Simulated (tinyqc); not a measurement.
Worked calculation: polar nitride quantum well with polarisation fields. Values are carried at full precision from step to step, so a last printed digit may differ when a step is redone from the rounded ones.

Growth along [0001]. e_par = (a_sub - a)/a, Ppz = 2 e_par (e31 - e33 C13/C33), P = Psp + Ppz in each layer; strain relaxation and the strain shift of the gaps are left out, although thick layers with more than about 1 % mismatch would relax.

Constants: hbar^2/2m0 = 3.80998211 eV angstrom^2; hc = 1239.841984 eV nm.

Inputs chosen for the exercise (near those of an InGaN well in GaN; the results hold for these values, not for the real material):
- a_w = 3.232 angstrom (lattice constant a, well)
- a_b = 3.189 angstrom (lattice constant a, barrier)
- a_sub = 3.189 angstrom (in-plane lattice constant of the stack)
- Psp_w = -0.0322 C/m^2 (spontaneous polarisation)
- Psp_b = -0.0348 C/m^2 (spontaneous polarisation)
- e31_w = -0.34 C/m^2
- e31_b = -0.351 C/m^2
- e33_w = 0.687 C/m^2
- e33_b = 0.677 C/m^2
- C_w = 0.275 (C13/C33)
- C_b = 0.272 (C13/C33)
- Lw = 25 angstrom (well width)
- Lb = 110 angstrom (barrier width)
- eps_w = 10.7 (dielectric constant)
- eps_b = 10.1 (dielectric constant)
- Eg = 2.962 eV (gap of the well)
- Vc = 0.325 eV (conduction offset)
- Vv = 0.153 eV (valence offset)
- me = 0.184 m0 (electron, well)
- meb = 0.2 m0 (electron, barrier)
- mh = 1.65 m0 (hole, everywhere)

## Strain and polarisation

Give strain and polarisation of well and barrier; the bound sheet charge is |P_w - P_b|/e with e = 1.602176634e-19 C.

Layers:

| layer | e_par | Ppz (C/m^2) | P (C/m^2) |
|---|---|---|---|
| well | -0.01330 | 0.01407 | -0.01813 |
| barrier | 0.00000 | 0.00000 | -0.03480 |

sheet charge = 1.041 x 1e13/cm^2

Of P_w - P_b = +0.0167 C/m^2 the piezoelectric part gives +0.0141 and the spontaneous part +0.0026.

## Built-in fields

In a periodic stack without free charge the potential drop over a period vanishes: F_w = (P_b - P_w) Lb/(eps0 (eps_w Lb + eps_b Lw)), F_b = -F_w Lw/Lb, eps0 = 8.8541878e-12 F/m; 1 MV/cm = 1e8 V/m = 0.01 V/angstrom.

Give both fields and the drop |F_w| Lw across the well.

F_w = -1.449 MV/cm
F_b = 0.329 MV/cm
drop = 0.362 eV

## Levels with and without the field

Envelope functions on cells of 0.25 angstrom over barrier, well, barrier (widths Lb, Lw, Lb), psi = 0 beyond, psi'/m continuous (mean mass between points), c = hbar^2/2m0. With u(z) the integral of e F (F_w in the well, F_b = -F_w Lw/Lb in the barriers, 1 MV/cm = 0.01 V/angstrom), zero at the centre of the well, the electron sees u plus Vc in the barriers and the hole -u plus Vv. The transition is Eg + E_e + E_h; excitons are left out.

Ground states of electron and hole, their centres, the squared overlap, the transition and its wavelength hc/E.

Results:

| case | E_e (eV) | E_h (eV) | <z>_e | <z>_h | overlap^2 | E (eV) | nm |
|---|---|---|---|---|---|---|---|
| no field | 0.1126 | 0.0210 | 0.0 | 0.0 | 0.933 | 3.0955 | 400.5 |
| built-in field | 0.0738 | -0.0604 | 6.7 | -9.4 | 0.226 | 2.9755 | 416.7 |

The field shifts the line by -120 meV, pulls the carriers 16.1 angstrom apart and, with the rate proportional to overlap^2, lengthens the radiative lifetime by a factor 4.13.

## Estimate from two triangular wells

For a strong field: E = Eg - |e F_w| Lw + a0 (c (e F_w)^2)^(1/3) (me^(-1/3) + mh^(-1/3)), a0 = 2.338107, hard walls, c = hbar^2/2m0, 1 MV/cm = 0.01 V/angstrom.

electron term = 0.3816 eV
hole term = 0.1837 eV
E = 3.1650 eV

The electron term exceeds the drop across the well, so the electron still feels the far wall and the estimate is outside its range. Against the grid result 2.9755 eV the estimate errs by +190 meV: +127 from the electron and +63 from the hole, since hard walls stand in for offsets of 0.325 and 0.153 eV into which the carriers leak.

## Checks

- Electron level without field against the matching condition of the square well, eV: both 0.113.

(tinyqc, `OMP_NUM_THREADS=1 python tinyqc.py 1280740 1280741 out.jsonl`, Intel(R) Xeon(R) Processor @ 2.30GHz, 1 thread, shared host, about 0.1 s.)
